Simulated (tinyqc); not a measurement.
CIS and TDHF on RHF in the sto-6g basis, for BeH2, spin multiplicity 1, step by step (part 3 of 3). Computed by tinyqc, a small Python program that keeps every step (integrals from PySCF). Command: `OMP_NUM_THREADS=1 python tinyqc.py 27693 27694 out.jsonl` (the two numbers bound the seeds that draw the settings). One thread of a shared host (Intel(R) Xeon(R) Processor @ 2.60GHz), about 0.1 s of CPU time with the checks.

Geometry (angstrom):

| atom | x | y | z |
|---|---|---|---|
| Be | 0.000000 | 0.000000 | 0.000000 |
| H | 0.000000 | 1.251000 | 0.000000 |
| H | 0.000000 | -1.332000 | 0.000000 |

## TDHF (RPA) triplet states

CIS matrix A, triplet (hartree):
```
           1>4        1>5        1>6        1>7        2>4        2>5        2>6        2>7
1>4   4.225615   0.000000   0.000000   0.000000   0.007557   0.000000   0.000000   0.000000
1>5   0.000000   4.225615   0.000000   0.000000   0.000000   0.007557   0.000000   0.000000
1>6   0.000000   0.000000   4.578821   0.003219   0.000000   0.000000   0.007267  -0.003023
1>7   0.000000   0.000000   0.003219   5.002761   0.000000   0.000000  -0.003023   0.008393
2>4   0.007557   0.000000   0.000000   0.000000   0.302966   0.000000   0.000000   0.000000
2>5   0.000000   0.007557   0.000000   0.000000   0.000000   0.302966   0.000000   0.000000
2>6   0.000000   0.000000   0.007267  -0.003023   0.000000   0.000000   0.551562  -0.062901
2>7   0.000000   0.000000  -0.003023   0.008393   0.000000   0.000000  -0.062901   1.022577
3>4  -0.001551   0.000000   0.000000   0.000000  -0.000567   0.000000   0.000000   0.000000
3>5   0.000000  -0.001551   0.000000   0.000000   0.000000  -0.000567   0.000000   0.000000
3>6   0.000000   0.000000  -0.000413  -0.011210   0.000000   0.000000   0.010097  -0.128532
3>7   0.000000   0.000000  -0.011210  -0.002766   0.000000   0.000000  -0.128532  -0.019728

           3>4        3>5        3>6        3>7
1>4  -0.001551   0.000000   0.000000   0.000000
1>5   0.000000  -0.001551   0.000000   0.000000
1>6   0.000000   0.000000  -0.000413  -0.011210
1>7   0.000000   0.000000  -0.011210  -0.002766
2>4  -0.000567   0.000000   0.000000   0.000000
2>5   0.000000  -0.000567   0.000000   0.000000
2>6   0.000000   0.000000   0.010097  -0.128532
2>7   0.000000   0.000000  -0.128532  -0.019728
3>4   0.278678   0.000000   0.000000   0.000000
3>5   0.000000   0.278678   0.000000   0.000000
3>6   0.000000   0.000000   0.492417   0.063633
3>7   0.000000   0.000000   0.063633   0.983304
```

Given earlier and not repeated: Two-electron integrals over orbitals (pq|rs).

B(ia,jb) = - (ib|ja); the squared energies are the eigenvalues of (A - B)(A + B); 1 hartree = 27.211386 eV.

TDHF matrix B, triplet (hartree):
```
           1>4        1>5        1>6        1>7        2>4        2>5        2>6        2>7
1>4  -0.016050   0.000000   0.000000   0.000000  -0.014804   0.000000   0.000000   0.000000
1>5   0.000000  -0.016050   0.000000   0.000000   0.000000  -0.014804   0.000000   0.000000
1>6   0.000000   0.000000  -0.026087   0.000231   0.000000   0.000000   0.004178   0.001303
1>7   0.000000   0.000000   0.000231  -0.022431   0.000000   0.000000   0.001143  -0.006481
2>4  -0.014804   0.000000   0.000000   0.000000  -0.047882   0.000000   0.000000   0.000000
2>5   0.000000  -0.014804   0.000000   0.000000   0.000000  -0.047882   0.000000   0.000000
2>6   0.000000   0.000000   0.004178   0.001143   0.000000   0.000000  -0.074151  -0.029936
2>7   0.000000   0.000000   0.001303  -0.006481   0.000000   0.000000  -0.029936  -0.061704
3>4   0.003284   0.000000   0.000000   0.000000   0.007055   0.000000   0.000000   0.000000
3>5   0.000000   0.003284   0.000000   0.000000   0.000000   0.007055   0.000000   0.000000
3>6   0.000000   0.000000  -0.001413   0.002917   0.000000   0.000000   0.006222  -0.065416
3>7   0.000000   0.000000   0.001979   0.002497   0.000000   0.000000  -0.054403  -0.011086

           3>4        3>5        3>6        3>7
1>4   0.003284   0.000000   0.000000   0.000000
1>5   0.000000   0.003284   0.000000   0.000000
1>6   0.000000   0.000000  -0.001413   0.001979
1>7   0.000000   0.000000   0.002917   0.002497
2>4   0.007055   0.000000   0.000000   0.000000
2>5   0.000000   0.007055   0.000000   0.000000
2>6   0.000000   0.000000   0.006222  -0.054403
2>7   0.000000   0.000000  -0.065416  -0.011086
3>4  -0.016553   0.000000   0.000000   0.000000
3>5   0.000000  -0.016553   0.000000   0.000000
3>6   0.000000   0.000000  -0.085889   0.029596
3>7   0.000000   0.000000   0.029596  -0.077953
```

squared energies w^2 (hartree^2): 0.077337  0.077337  0.089413  0.089413  0.190704  0.245722  1.031853  1.132723  17.855260  17.855260  20.965127  25.027781

TDHF energies from the positive w^2 (eV): 7.567361  7.567361  8.136760  8.136760  11.883123  13.488783  27.641373  28.960936  114.983031  114.983031  124.594655  136.132505
